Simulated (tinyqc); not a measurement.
Two-step dopant diffusion (predeposition and drive-in) with a constant diffusivity. Inputs raised by 5 %, one at a time. Computed by tinyqc, a small Python program. Command: `OMP_NUM_THREADS=1 python tinyqc.py 3016179 3016180 out.jsonl dopdiff sens`. One thread of a shared host (Intel(R) Xeon(R) Processor @ 2.30GHz), about 0.1 s of CPU time with the checks.

Fick diffusion into a half space x > 0 whose background doping C_B is of the opposite type, so that a junction lies where C = C_B.

Inputs (values chosen for the exercise, modelled on arsenic in silicon): prefactor D0 = 7.89 cm^2/s; activation energy E = 3.99 eV; surface concentration C_s = 2.1e+19 1/cm^3; background doping C_B = 3.8e+16 1/cm^3; predeposition temperature T1 = 875 C; predeposition time t1 = 15 min; drive-in temperature T2 = 1000 C; drive-in time t2 = 240 min.

Furnace ramps of the drive-in: none.

Constants: k_B = 8.617333262e-05 eV/K.

Method:
- D = D0 exp(-E/(k_B T)).
- Temperatures in kelvin are T(C) + 273.15.
- Times in seconds are 60 times the minutes.
- (Dt)2 = D2 t2, t2 in seconds.
- C = C_s erfc(x/(2 sqrt(D1 t1))); dose Q = 2 C_s sqrt(D1 t1/pi); the junction solves erfc(z) = C_B/C_s with x_j = 2 z sqrt(D1 t1).
- With a sealed surface and a thin source, C = Q/sqrt(pi (Dt)2) exp(-x^2/(4 (Dt)2)); x_j = 2 sqrt((Dt)2 ln(C(0)/C_B)); gradient at the junction |dC/dx| = C_B x_j/(2 (Dt)2).
- Exact two-step profile: C = (2 C_s/pi) int_0^alpha exp(-beta (1 + u^2))/(1 + u^2) du with alpha = sqrt(D1 t1/(Dt)2), beta = x^2/(4 (D1 t1 + (Dt)2)).
- The integral takes 48 Gauss-Legendre points; solve C(x) = C_B.

Runs; columns: (1) input moved; (2) from; (3) to; (4) junction depth x_j (um); (5) surface concentration C(0) (Gaussian) (1/cm^3); (6) gradient at the junction (1/cm^4); (7) exact junction depth (um):
```
(1)                                     (2)        (3)      (4)         (5)         (6)      (7)
base run                                  -          -  0.13497  4.6160e+17  1.4061e+22  0.13501
prefactor D0 (cm^2/s)                  7.89     8.2845  0.13830  4.6160e+17  1.3722e+22  0.13835
activation energy E (eV)               3.99     4.1895  0.05328  4.1809e+17  3.4205e+22  0.05330
surface concentration C_s (1/cm^3)  2.1e+19  2.205e+19  0.13628  4.8468e+17  1.4198e+22  0.13633
predeposition time t1 (min)              15      15.75  0.13563  4.7299e+17  1.4129e+22  0.13567
drive-in time t2 (min)                  240        252  0.13763  4.5047e+17  1.3655e+22  0.13767
```

Exponents ln(y'/y) / ln(x'/x):
```
input                      junction depth x_j  surface concentration C(0) (Gaussian)  gradient at the junction  exact junction depth
prefactor D0                            0.500                                  0.000                    -0.500                 0.500
activation energy E                   -19.049                                 -2.029                    18.220               -19.051
surface concentration C_s               0.198                                  1.000                     0.198                 0.198
predeposition time t1                   0.100                                  0.500                     0.100                 0.100
drive-in time t2                        0.399                                 -0.500                    -0.601                 0.399
```

To which inputs is each result most sensitive?

Among the inputs moved here: junction depth x_j answers most in size to activation energy E (exponent -19.049), next to prefactor D0 (+0.500). Surface concentration C(0) (Gaussian) answers most in size to activation energy E (exponent -2.029), next to surface concentration C_s (+1.000); its exponent is below 0.0005 for prefactor D0. Its exponent 0.000 in prefactor D0: dose and width both scale as sqrt(D0). Its exponent -0.500 in drive-in time t2: a fixed dose spreads over a width sqrt(D t). Gradient at the junction answers most in size to activation energy E (exponent +18.220), next to drive-in time t2 (-0.601). Exact junction depth answers most in size to activation energy E (exponent -19.051), next to prefactor D0 (+0.500).

Caution (all rows): C_s exceeds the intrinsic carrier density of silicon at the predeposition temperature (2e18 to 1e19 per cm^3), where real diffusivities rise with concentration and profiles turn box-like.
